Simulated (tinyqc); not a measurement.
Reverse leakage of an n+-p junction: diffusion, generation, trap-assisted and band-to-band tunnelling: leakage components against the temperature.

One-sided abrupt junction in the depletion approximation, x from the junction (0) to W on the p side, field F = F0 (1 - x/W). Flat quasi-Fermi levels, long p side. Traps generate through SRH with both lifetimes shortened by 1 + Gamma (Hurkx enhancement, form for moderate fields); band-to-band generation is local and needs a total bending above Eg.

Nc and Nv are given at 400 K and scale as (T/400 K)^1.5; all else is held fixed. ni = sqrt(Nc Nv) exp(-Eg/(2 Vt)), Eg in volts; Vbi = Vt ln(Na Nd/ni^2); W = sqrt(2 eps0 eps_r (Vbi + VR)/(q Na)); F0 = 2 (Vbi + VR)/W; FG = sqrt(24 mt m0 (kB T)^3)/(q hbar); J_diff = q ni^2 sqrt(Dn/tau)(1 - exp(-VR/Vt))/Na. u = (Vbi + VR)(1 - x/W)^2, p = Na exp(-u/Vt), n = Nd exp((u - Vbi - VR)/Vt); G0 = ni^2 (1 - exp(-VR/Vt))/(tau (n + p + 2 ni cosh(Et/Vt))); Gamma = 2 sqrt(3 pi)(F/FG) exp((F/FG)^2); trap-assisted part G0 Gamma; G_bb = Ab F^2.5 exp(-Bb/F) with F in V/cm, zero unless Vbi + VR > Eg. Currents are q times the integrals over 0 to W; J_bb under 1e-8 of J is printed as 0; rows with F0/FG above 2.2, beyond the range of this Gamma, are left out.

Parameters, values chosen for the exercise; band and dielectric values close to those of silicon:
```
symbol,value,unit,meaning
Eg,1.1,eV,band gap
eps_r,11.7,,relative permittivity
Nc,4.36e19,cm^-3,conduction-band density of states at the reference temperature
Nv,4.05e19,cm^-3,valence-band density of states at the reference temperature
Na,1.4e17,cm^-3,acceptor density of the lighter side
Nd,5e19,cm^-3,donor density of the heavier side
tau,3e-6,s,SRH lifetime of both carriers at zero field
Et,0.1,eV,trap level above the intrinsic level
mt,0.23,m0,tunnelling mass
Dn,6.8,cm^2/s,electron diffusion coefficient on the lighter side
Ab,7.4e14,cm^-0.5 V^-2.5 s^-1,band-to-band prefactor
Bb,1.8e7,V/cm,band-to-band field constant
VR,1.5,V,reverse bias
```

Constants: q = 1.602176634e-19 C, kB = 1.380649e-23 J/K, hbar = 1.054571817e-34 J s, m0 = 9.1093837015e-31 kg, Vt = kB T/q, eps0 = 8.8541878128e-14 F/cm where lengths are in cm. Results are converted to the units shown.

Result of one run:
```
T (K)  F0 (kV/cm)  F0/FG  J_diff (A/cm^2)  J_SRH (A/cm^2)  J_TAT (A/cm^2)  J_bb (A/cm^2)  J (A/cm^2)              largest part
280           329   1.03         1.66e-14        2.15e-11        1.45e-10              0    1.66e-10  trap-assisted tunnelling
```

What becomes of these results when the temperature T is changed from 280 to 430 K, all else the same?

Result of the changed run:
```
T (K)  F0 (kV/cm)  F0/FG  J_diff (A/cm^2)  J_SRH (A/cm^2)  J_TAT (A/cm^2)  J_bb (A/cm^2)  J (A/cm^2)              largest part
430           322  0.530          4.84e-7         5.26e-7         1.17e-6              0     2.18e-6  trap-assisted tunnelling
```

The whole series:
```
T (K)  F0 (kV/cm)  F0/FG  J_diff (A/cm^2)  J_SRH (A/cm^2)  J_TAT (A/cm^2)  J_bb (A/cm^2)  J (A/cm^2)              largest part
220           331   1.49         3.20e-20        9.47e-15        1.75e-13       4.64e-21    1.85e-13  trap-assisted tunnelling
250           330   1.23         4.96e-17        7.10e-13        7.22e-12              0    7.93e-12  trap-assisted tunnelling
280           329   1.03         1.66e-14        2.15e-11        1.45e-10              0    1.66e-10  trap-assisted tunnelling
310           327  0.881         1.85e-12        3.44e-10         1.69e-9              0     2.04e-9  trap-assisted tunnelling
340           326  0.763         9.25e-11         3.42e-9         1.31e-8              0     1.67e-8  trap-assisted tunnelling
370           324  0.670          2.50e-9         2.38e-8         7.43e-8              0     1.01e-7  trap-assisted tunnelling
400           323  0.593          4.21e-8         1.25e-7         3.26e-7              0     4.93e-7  trap-assisted tunnelling
430           322  0.530          4.84e-7         5.26e-7         1.17e-6              0     2.18e-6  trap-assisted tunnelling
```

J rises from 1.85e-13 to 2.18e-6 A/cm^2. Trap-assisted tunnelling leads at T = 220 and in all other rows. Activation energies over the table: 1.18 eV for diffusion (Eg = 1.1 eV, raised by the T^3 of ni^2), 0.692 eV for SRH generation (Eg/2 + |Et| = 0.650 eV), 0.610 eV for the trap-assisted part, lower since Gamma grows on cooling; the total shows 0.594 eV at the cold end and 0.735 eV at the hot end.

Range of the model: The n+ side is degenerate, so Vbi from Boltzmann statistics is only a guide.

Program tinyqc, `OMP_NUM_THREADS=1 python tinyqc.py 2290009 2290010 out.jsonl`; Intel Xeon 2.30GHz, shared host, one thread, about 0.01 s.
